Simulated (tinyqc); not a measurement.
Force balance against energy balance: elastic strain and critical thickness of a cubic alloy layer A(1-x)B(x) on a thick substrate. Computed by tinyqc, a small Python program. Command: `OMP_NUM_THREADS=1 python tinyqc.py 3024317 3024318 out.jsonl misfit walk`. One thread of a shared host (Intel(R) Xeon(R) Processor @ 2.30GHz), about 0.01 s of CPU time with the checks.

Strain is positive in tension. The layer is coherent with the substrate unless said otherwise.

Inputs (values chosen for the exercise, modelled on Ga(1-x)In(x)As on GaAs): fraction x of B = 0.31; lattice constant a_A = 5.653 angstrom; lattice constant a_B = 6.058 angstrom; substrate lattice constant a_S = 5.653 angstrom.

Growth plane: (111). Layer: uncapped. Misfit dislocation: 60-degree.

C11, C12, C44 of A (GPa): [118.2, 52.83, 58.48]

C11, C12, C44 of B (GPa): [82.79, 45.99, 40.24]

Method:
- a = (1 - x) a_A + x a_B, the same rule for each C_ij; misfit f = (a_S - a)/a, the in-plane strain of the coherent layer.
- Voigt averages: G = (C11 - C12 + 3 C44)/5, B = (C11 + 2 C12)/3, nu = (3 B - 2 G)/(2 (3 B + G)); b = a/sqrt(2). The 60-degree dislocation has cos alpha = 1/2, and cos lambda = sqrt(3)/6 on (111), for glide on an inclined {111} plane.
- Matthews-Blakeslee: h_c = A [ln(h_c/b) + 1], A = b (1 - nu cos^2 alpha)/(8 pi |f| (1 + nu) cos lambda), the factor 8 pi being that of an uncapped layer.
- People-Bean: h_c = P ln(h_c/b), P = (1 - nu)/(1 + nu) b^2/(16 pi sqrt(2) a f^2). The misfit is scaled by 0.25, 0.4, 0.6, 1, 1.5, 2.2 at fixed a, b and nu; the upper root is taken, and rows with A < 1.3 b or P < 3 b, where the roots shrink to the core size or vanish, are left out.

misfit f = -0.0217269

prefactor A = 1.95724 nm

Poisson ratio nu = 0.243693

Burgers vector b = 0.408605 nm

free lattice constant a = 5.77855 angstrom

Critical thickness:
```
|f| (%)  Matthews-Blakeslee (nm)  People-Bean (nm)   ratio
0.5432                    44.562            612.62  13.748
0.8691                    25.028            203.19   8.118
1.3036                    15.020             76.01   5.060
2.1727                     7.706             20.50   2.661
3.2590                     4.408              6.40   1.453
```

The exponents d ln h_c/d ln f are -1.23 and -2.35 between the first rows, steeper than the -1 and -2 of the prefactors because of the logarithm. The ratio falls from 13.7 to 1.45 as the misfit grows. Where People-Bean lies above, a layer between the lines is metastable: dislocations would lower the energy but have to be nucleated. Above about 2 % misfit islands may come first.
